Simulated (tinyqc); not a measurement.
FinFET, parasitic resistance, capacitance and delay: what each parasitic element costs.

Nf fins under one contact; each has gated perimeter p = 2 Hf + Wf and cross-section A = Hf Wf; contact width Wc = Nf pf, stack height Hs = Hf. Contact length Lc = CPP - Lg - 2 Lsp, shared by two neighbouring gates. Source and drain sides are equal. The formulas are first-order estimates, not field solutions.

Epitaxy sheet resistance Rsh = re/te, transfer length LT = sqrt(rc/Rsh), contact Rc = [sqrt(rc Rsh)/Wc] coth(Lc/(2 LT)); extension of one fin Rx = rx Lsp/A. With N fins: gate Cg = Cinv p N Lg; per side, plate Cp = ks eps0 [Wc (Hs + Hc) - N A]/Lsp, top fringe Cf = (2/pi) ks eps0 Wc ln(1 + Lg/(2 Lsp)), overlap Co = Cinv p N Lov. One fin: I = p Q vx u/(1 + |u|^1.8)^(1/1.8), Q = Cinv n Vt ln(1 + exp((Vg' - VT + dl Vd')/(n Vt))), u = Vd' mu/(vx Lg), Vg' = Vgs - v, Vd' = Vds - 2 v, with the drop on each side v = Rc (sum of I) + Rx I. Ieff = [I(Vgs = Vdd, Vds = Vdd/2) + I(Vdd/2, Vdd)]/2, total currents. With Cs = Cp + Cf + Co, the load of an inverter of two such devices driving an equal one is CL = 2 (Cg + 2 Cs) + 4 Cs + Cw (own drains counted twice for the Miller effect); delay CL Vdd/(2 Ieff). Each row removes one element and keeps the rest.

Parameters, values chosen for the exercise; values close to those of silicon logic devices: temperature T = 300 K; number of fins Nf = 2; fin height Hf = 35 nm; fin width Wf = 6 nm; fin pitch pf = 30 nm; contacted gate pitch CPP = 60 nm; gate length Lg = 16 nm; spacer length Lsp = 8 nm; relative permittivity of the spacer ks = 3.3; gate height above the channel stack Hc = 20 nm; contact resistivity rc = 1e-9 ohm cm^2; resistivity of the source-drain epitaxy re = 0.00064 ohm cm; current-carrying depth of the epitaxy te = 20 nm; resistivity of the extension rx = 0.00072 ohm cm; gate overlap Lov = 2 nm; inversion capacitance Cinv = 3.4 uF/cm^2; injection velocity vx = 1.4e7 cm/s; apparent mobility mu = 290 cm^2/(V s); threshold at zero drain voltage VT = 0.22 V; barrier lowering dl = 0.05 V/V; subthreshold factor n = 1.19; wire load Cw = 0.21 fF; supply voltage Vdd = 0.75 V.

Constants: q = 1.602176634e-19 C, kB = 1.380649e-23 J/K, eps0 = 8.8541878128e-12 F/m, Vt = kB T/q. Results are converted to the units shown.

One element removed at a time:
```
                         Ieff (uA)  CL (aF)  delay (ps)
as given                     207.5    548.4      0.9911
no contact resistance        233.1    548.4      0.8824
no extension resistance      232.0    548.4      0.8866
air spacer (ks = 1)          207.5    485.4      0.8773
no overlap                   207.5    465.7      0.8417
no wire                      207.5    338.4      0.6116
```

What does the table show?

Gains in delay, largest first: no wire 38 %, no overlap 15 %, air spacer (ks = 1) 11 %, no contact resistance 11 %, no extension resistance 11 %.

Computed by the program tinyqc: `OMP_NUM_THREADS=1 python tinyqc.py 2170082 2170083 out.jsonl`, one thread of a shared Intel Xeon 2.30GHz, about 0.02 s for the whole run.
